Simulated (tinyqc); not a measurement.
# p-n heterojunction, non-linear Poisson equation by Newton steps, Fermi-Dirac statistics: what changes with what

One dimension, material 1 (p-type) at x < 0 and material 2 (n-type) at x > 0. Band edges: Ec = -psi in material 1 and -psi + dEc in material 2, Ev = Ec - Eg. Flat quasi-Fermi levels: 0 for holes, +V for electrons. n = Nc F((EFn - Ec)/Vt), p = Nv F((Ev - EFp)/Vt), with F(eta) = F_1/2(eta) = (2/sqrt(pi)) int_0^infinity sqrt(u) du/(1 + exp(u - eta)) (Fermi-Dirac statistics); full ionisation, no interface charge, classical densities; the doping types are chosen for the exercise.

Parameters, values chosen for the exercise; band and dielectric values close to those of InP and InAlAs:
```
symbol,value,unit,meaning
T,300,K,temperature
Eg1,1.32,eV,band gap of material 1
er1,12.3,,relative permittivity of material 1
Nc1,5.81e17,cm^-3,conduction-band density of states of material 1
Nv1,1.09e19,cm^-3,valence-band density of states of material 1
Eg2,1.47,eV,band gap of material 2
er2,12.6,,relative permittivity of material 2
Nc2,4.95e17,cm^-3,conduction-band density of states of material 2
Nv2,9.85e18,cm^-3,valence-band density of states of material 2
dEc,0.27,eV,conduction-band offset Ec2 - Ec1
N1,6.3e17,cm^-3,acceptor density of material 1
N2,6.3e15,cm^-3,donor density of material 2
V,0,V,bias of side 1 against side 2
```

Constants: q = 1.602176634e-19 C, kB = 1.380649e-23 J/K, Vt = kB T/q, eps0 = 8.8541878128e-14 F/cm where lengths are in cm. Results are converted to the units shown.

Each table varies one quantity; the others keep the values above.

## Effect of the acceptor density of material 1

Exact first integral: on each side D^2/(2 eps0 er) = G, G = q [Vt (nI_j - nI_b) + Vt (pI_j - pI_b) - C (psi_j - psi_b)], with C = -N1 or +N2, b the neutral end of that side, and nI, pI the densities with F_1/2 replaced by F_3/2(eta) = (4/(3 sqrt(pi))) int_0^infinity u^(3/2) du/(1 + exp(u - eta)). D is continuous, so er1 G1(psi_j) = er2 G2(psi_j) fixes psi_j. Ends from Nv1 F((-psi_L - Eg1)/Vt) = N1 and Nc2 F((V + psi_R - dEc)/Vt) = N2. D is counted positive when psi rises towards material 2. Depletion (Anderson) capacitance C^2 = q eps0 er1 er2 N1 N2/(2 (er1 N1 + er2 N2)(psi_R - psi_L)). -dD/dV is the change of the displacement at the interface with both quasi-Fermi levels flat; it is the terminal capacitance only while neither side holds an inversion layer. n_j and p_j are densities at the interface.

Effect of the acceptor density of material 1:
columns A: N1 (cm^-3); B: psi_R - psi_L (V); C: psi_j - psi_L (V); D: psi_R - psi_j (V); E: D/q (cm^-2); F: n_j in 1 (cm^-3); G: p_j in 2 (cm^-3); H: -dD/dV (nF/cm^2); I: depletion C (nF/cm^2)
```
A           B        C      D         E         F         G       H      I
3.2e16  1.327   0.2400  1.087  3.052e11     142.2  2.790e14   19.02  18.79
7.4e16  1.348   0.1400  1.208  3.389e11     1.281  3.093e16   13.66  19.60
1.7e17  1.370   0.1090  1.261  4.393e11    0.1681  2.341e17   6.477  19.90
4.1e17  1.393  0.09908  1.294  6.406e11   0.04705  8.189e17   3.530  19.95
9.7e17  1.416  0.09549  1.320  9.600e11   0.01699  2.161e18   2.186  19.88
2.3e18  1.439  0.09396  1.345  1.457e12  0.006471  5.110e18   1.442  19.75
5.4e18  1.464  0.09338  1.370  2.203e12  0.002439  1.102e19   1.010  19.60
1.3e19  1.493  0.09395  1.399  3.358e12  8.144e-4  2.236e19  0.7384  19.42
```

As N1 goes from 3.2e16 to 1.3e19, the total bending rises from 1.33 to 1.49 V and the sheet charge D/q rises from 3.05e11 to 3.36e12 cm^-2; the share of the bending in material 1 falls from 18.1 to 6.29 %. The capacitance departs most from the depletion formula at N1 = 1.3e19, where it is 96 % below it, and there the holes at the interface in material 2 outnumber its donors: an inversion layer has formed, which screens D from the bias. For N1 = 5.4e18, 1.3e19 the carriers at the interface are degenerate and confined to a layer thin enough for quantisation, which is left out.

## Effect of the bias of side 1 against side 2

Same model as above.

Results:
columns A: V (V); B: psi_R - psi_L (V); C: psi_j - psi_L (V); D: psi_R - psi_j (V); E: D/q (cm^-2); F: n_j in 1 (cm^-3); G: p_j in 2 (cm^-3); H: -dD/dV (nF/cm^2); I: depletion C (nF/cm^2)
```
A          B        C       D         E          F         G      H      I
0.4    1.004  0.09562  0.9085  7.752e11    1.395e5  1.418e18  2.686  23.56
-0.09  1.494  0.09718   1.397  7.835e11   8.689e-4  1.339e18  2.768  19.31
-1.06  2.464   0.1004   2.364  8.008e11  4.996e-20  1.186e18  2.945  15.04
-1.54  2.944   0.1022   2.842  8.098e11  4.612e-28  1.113e18  3.039  13.76
-2.03  3.434   0.1040   3.330  8.192e11  2.904e-36  1.039e18  3.140  12.74
-2.51  3.914   0.1059   3.808  8.288e11  2.697e-44  9.693e17  3.245  11.93
-3     4.404   0.1079   4.296  8.389e11  1.709e-52  8.994e17  3.356  11.25
```

Estimate the missing row, V = -0.57 V.

Computed row:
columns A: V (V); B: psi_R - psi_L (V); C: psi_j - psi_L (V); D: psi_R - psi_j (V); E: D/q (cm^-2); F: n_j in 1 (cm^-3); G: p_j in 2 (cm^-3); H: -dD/dV (nF/cm^2); I: depletion C (nF/cm^2)
```
A          B        C      D         E          F         G      H      I
-0.57  1.974  0.09876  1.875  7.919e11  7.979e-12  1.263e18  2.853  16.80
```

With this row back in the table: As V goes from 0.4 to -3, the total bending rises from 1.00 to 4.40 V and the sheet charge D/q rises from 7.75e11 to 8.39e11 cm^-2; the share of the bending in material 1 falls from 9.52 to 2.45 %. The capacitance departs most from the depletion formula at V = 0.4, where it is 89 % below it, and there the holes at the interface in material 2 outnumber its donors: an inversion layer has formed, which screens D from the bias.

tinyqc, about 0.2 s, one thread, Intel Xeon 2.30GHz (shared host): `OMP_NUM_THREADS=1 python tinyqc.py 2040027 2040028 out.jsonl`
